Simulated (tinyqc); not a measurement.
# Stacked nanosheet transistor, parasitic resistance, capacitance and delay: what changes with what

Ns sheets share one contact on top; each has perimeter p = 2 (Ws + ts) and cross-section A = Ws ts; contact width Wc = Ws + 10 nm, stack height Hs = Ns pv. Sheet 1 is the top one. Contact length Lc = CPP - Lg - 2 Lsp, shared by two neighbouring gates. Source and drain sides are equal. The formulas are first-order estimates, not field solutions.

Parameters, values chosen for the exercise; values close to those of silicon logic devices:
- T = 300 K (temperature)
- Ns = 2 (number of sheets)
- Ws = 20 nm (sheet width)
- ts = 4 nm (sheet thickness)
- pv = 16 nm (vertical pitch of the sheets)
- rv = 43 ohm (vertical resistance between sheet levels)
- CPP = 51 nm (contacted gate pitch)
- Lg = 18 nm (gate length)
- Lsp = 6 nm (spacer length)
- ks = 4.5 (relative permittivity of the spacer)
- Hc = 25 nm (gate height above the channel stack)
- rc = 3.5e-9 ohm cm^2 (contact resistivity)
- re = 0.00042 ohm cm (resistivity of the source-drain epitaxy)
- te = 30 nm (current-carrying depth of the epitaxy)
- rx = 0.0011 ohm cm (resistivity of the extension)
- Lov = 2 nm (gate overlap)
- Cinv = 2.9 uF/cm^2 (inversion capacitance)
- vx = 8.1e6 cm/s (injection velocity)
- mu = 220 cm^2/(V s) (apparent mobility)
- VT = 0.24 V (threshold at zero drain voltage)
- dl = 0.079 V/V (barrier lowering)
- n = 1.26 (subthreshold factor)
- Cw = 0.06 fF (wire load)
- Vdd = 0.7 V (supply voltage)

Constants: q = 1.602176634e-19 C, kB = 1.380649e-23 J/K, eps0 = 8.8541878128e-12 F/m, Vt = kB T/q. Results are converted to the units shown.

Each table varies one quantity; the others keep the values above.

## Effect of the spacer length

Epitaxy sheet resistance Rsh = re/te, transfer length LT = sqrt(rc/Rsh), contact Rc = [sqrt(rc Rsh)/Wc] coth(Lc/(2 LT)); extension of one sheet Rx = rx Lsp/A. With N sheets: gate Cg = Cinv p N Lg; per side, plate Cp = ks eps0 [Wc (Hs + Hc) - N A]/Lsp, top fringe Cf = (2/pi) ks eps0 Wc ln(1 + Lg/(2 Lsp)), overlap Co = Cinv p N Lov. One sheet: I = p Q vx u/(1 + |u|^1.8)^(1/1.8), Q = Cinv n Vt ln(1 + exp((Vg' - VT + dl Vd')/(n Vt))), u = Vd' mu/(vx Lg), Vg' = Vgs - v, Vd' = Vds - 2 v, with the drop on each side v_j = Rc sum I + rv (sum over levels k = 2..j of the current of sheets k..Ns) + Rx I_j. Ieff = [I(Vgs = Vdd, Vds = Vdd/2) + I(Vdd/2, Vdd)]/2, total currents. With Cs = Cp + Cf + Co, the load of an inverter of two such devices driving an equal one is CL = 2 (Cg + 2 Cs) + 4 Cs + Cw (own drains counted twice for the Miller effect); delay CL Vdd/(2 Ieff).

Effect of the spacer length:

| Lsp (nm) | Rc (ohm) | Rx/N (ohm) | Ieff (uA) | CL (aF) | delay (ps) |
|---|---|---|---|---|---|
| 2 | 827.0 | 137.5 | 55.95 | 462.2 | 2.891 |
| 3 | 885.1 | 206.2 | 54.22 | 377.9 | 2.439 |
| 4 | 952.7 | 275.0 | 52.42 | 335.5 | 2.240 |
| 5 | 1032 | 343.8 | 50.53 | 309.8 | 2.146 |
| 6 | 1127 | 412.5 | 48.53 | 292.7 | 2.111 |
| 8 | 1386 | 550.0 | 44.01 | 271.1 | 2.156 |
| 10 | 1805 | 687.5 | 38.51 | 258.1 | 2.345 |
| 12 | 2600 | 825.0 | 31.47 | 249.3 | 2.773 |

What does the comparison show?

As Lsp goes from 2 to 12 nm, Ieff falls from 56.0 to 31.5 uA, CL falls from 462 to 249 aF and the delay goes from 2.89 through a minimum of 2.11 (at Lsp = 6 nm among the rows listed) to 2.77 ps. A thin spacer costs capacitance, a thick one resistance and contact length, hence the minimum. For Lsp = 2 to 3 nm the spacer is under 3.5 nm, where leakage and breakdown between gate and contact would forbid it.

## Effect of the wire load

Same model as above.

The same in every row: Rc (ohm) = 1127; Rx/N (ohm) = 412.5; Ieff (uA) = 48.53.

Results:

| Cw (fF) | CL (aF) | delay (ps) |
|---|---|---|
| 0.02 | 252.7 | 1.823 |
| 0.043 | 275.7 | 1.988 |
| 0.093 | 325.7 | 2.349 |
| 0.2 | 432.7 | 3.121 |
| 0.43 | 662.7 | 4.780 |
| 2 | 2233 | 16.10 |

Estimate the missing row, Cw = 0.93 fF.

Computed row:

| Cw (fF) | CL (aF) | delay (ps) |
|---|---|---|
| 0.93 | 1163 | 8.386 |

With this row back in the table: As Cw goes from 0.02 to 2 fF, Ieff stays at 48.5 uA, CL rises from 253 to 2230 aF and the delay rises from 1.82 to 16.1 ps.

## Effect of the sheet width

Same model as above.

Effect of the sheet width:

| Ws (nm) | Rc (ohm) | Rx/N (ohm) | Ieff (uA) | CL (aF) | delay (ps) |
|---|---|---|---|---|---|
| 8 | 1879 | 1031 | 24.81 | 186.8 | 2.636 |
| 12 | 1537 | 687.5 | 32.84 | 222.1 | 2.368 |
| 18 | 1208 | 458.3 | 44.63 | 275.0 | 2.157 |
| 25 | 966.3 | 330.0 | 58.22 | 336.8 | 2.025 |
| 35 | 751.6 | 235.7 | 77.48 | 425.0 | 1.920 |
| 50 | 563.7 | 165.0 | 106.2 | 557.3 | 1.837 |
| 70 | 422.8 | 117.9 | 144.2 | 733.7 | 1.781 |

What does the comparison show?

As Ws goes from 8 to 70 nm, Ieff rises from 24.8 to 144 uA, CL rises from 187 to 734 aF and the delay falls from 2.64 to 1.78 ps. From the first row to the last Ieff grows by a factor of 5.81 and CL by 3.93; the first step changes the delay by -10 %, the last by -3.1 %.

Program tinyqc, `OMP_NUM_THREADS=1 python tinyqc.py 2170106 2170107 out.jsonl`; Intel Xeon 2.30GHz, shared host, one thread, about 0.09 s.
